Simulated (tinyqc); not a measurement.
Worked calculation: anisotropic wet etching of Si(100): plane rates, V-grooves, membranes and undercut. Computed by tinyqc, a small Python program that keeps every step. Command: `OMP_NUM_THREADS=1 python tinyqc.py 3028199 3028200 out.jsonl wetetch walk`. One thread of a shared host (Intel(R) Xeon(R) Processor @ 2.30GHz), about 0.01 s of CPU time with the checks. Intermediate numbers are printed to about 5 digits and carried at full precision; extremes and crossings named in words are read from the listed rows.

A long slot opens the mask on a (100) wafer. The floor etches at R100; (111) walls stand at theta = arctan(sqrt2) = 54.7356 degrees to the surface and recede at R111 along their normal.

Inputs (values chosen for the exercise, close to those used for tetramethylammonium hydroxide solutions):
```
quantity                                                                    value     unit
prefactor k0 of the (100) rate                                            7.7e+08   um/min
activation energy of (100), E                                                0.62       eV
ratio (100)/(111) at 80 C                                                      37        -
extra energy of (111), dE                                                    0.14       eV
ratio (100)/oxide at 80 C                                                    2900        -
extra energy of the oxide, dE_ox                                             0.29       eV
corner undercut rate over (100) rate, c                                       2.4        -
bath temperature T                                                             40        C
width w (mask opening along <110>, or membrane width in the design step)       15       um
misalignment of the mask                                                        1  degrees
etch time t                                                                   450      min
wafer thickness d                                                             380       um
membrane thickness wanted                                                      20       um
```

Constants: k_B = 8.617333262e-05 eV/K.

## Rates

R100 = k0 exp(-E/(k_B T)); a ratio given at 80 C scales as exp[(extra energy/k_B)(1/T - 1/353.15 K)]; R111 and R_ox follow by division. Temperatures in kelvin are T(C) + 273.15.

R100 = 0.080970 um/min

R111 = 0.0012160 um/min

R_ox = 8.2659e-06 um/min

anisotropy R100/R111 = 66.590

## Shape after the time t

A misaligned edge exposes ledges and adds R100 sin(misalignment) to the lateral rate (a simple estimate): u = R111/sin(theta) + R100 sin(misalignment). Top width W = w + 2 u t; floor width b = W - 2 z/tan(theta) = W - sqrt2 z. The floor lasts until b = 0, at t_V = w/(sqrt2 R100 - 2u); depth z = R100 t before t_V and W/sqrt2 after.

lateral rate u = 0.0029024 um/min

time t_V to close the V = 137.99 min

top width W = 17.612 um

depth z = 12.454 um

floor width b = 0 um

The groove has closed to a V and now deepens at sqrt2 u = 0.00410 um/min, 5.1 % of R100.

## Designing a membrane from the back side

Etch depth d - membrane, time = depth/R100; for a membrane as wide as w the opening must be w + sqrt2 depth - 2 u time; oxide mask consumed R_ox x time; a 1 K error changes the depth by the fraction E/(k_B T^2); a convex mask corner, such as that of a mesa, would retreat by c x depth.

time to reach the membrane = 4446.1 min

opening needed = 498.31 um

oxide consumed = 36.751 nm

depth error per kelvin = 26.413 um

retreat of a convex corner = 864 um

The error per kelvin is 132 % of the membrane, so a timed etch cannot hold it and an etch stop is needed. A corner retreat larger than the depth shows why mesas need compensation structures. Caution: the remaining silicon is too narrow for its thickness to act as a membrane. Caution: rates also depend on concentration, doping, additives and stirring, all held fixed here.

## Speed against selectivity over temperature

Each row etches to the depth d - membrane; undercut per side = (R111/sin(theta) + R100 sin(misalignment)) x time.

Etching to a fixed depth:
```
T (C)  R100 (um/min)  R100/R111  time (h)  undercut (um)  oxide consumed (nm)
30            0.0379     79.019    158.12         11.863                25.78
40            0.0810     66.590     74.10         12.904                36.75
50            0.1649     56.713     36.40         14.057                51.25
60            0.3216     48.769     18.66         15.324                70.06
70            0.6035     42.308      9.94         16.704                94.04
80            1.0927     37.000      5.49         18.199               124.14
90            1.9150     32.598      3.13         19.809               161.39
100           3.2565     28.915      1.84         21.532               206.88
```

From 30 to 100 C the time falls by a factor 85.8, while the oxide loss grows by 8.02 and the undercut by 1.82: the slower planes and the mask have the higher activation energies, so heat costs selectivity. Misalignment gives 6.28 um of the undercut at any T.

Checks made by the program: depth against time integration (relative difference below 1e-10).
